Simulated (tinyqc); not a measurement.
From results to parameters: diatomic chain. Computed by the program tinyqc.

Problem. A chain of two alternating masses has one spring constant k; at the zone edge omega^2 = 2k/M and 2k/m, and wavenumber = 521.4708 sqrt(omega^2) with omega^2 in eV/(angstrom^2 u). Find k, the heavier mass and the optical wavenumber at q = 0.

wavenumbers at the zone edge (cm^-1): 350.086859  667.514037
lighter mass = 33.200000 u

Solution. The upper value gives k = m omega^2/2, the ratio of the squares gives M/m, and at q = 0 omega^2 = 2k (1/m + 1/M), the sum of the two.

k = 27.2000 eV/angstrom^2
heavier mass = 120.700 u
optical wavenumber at q = 0 = 753.748 cm^-1
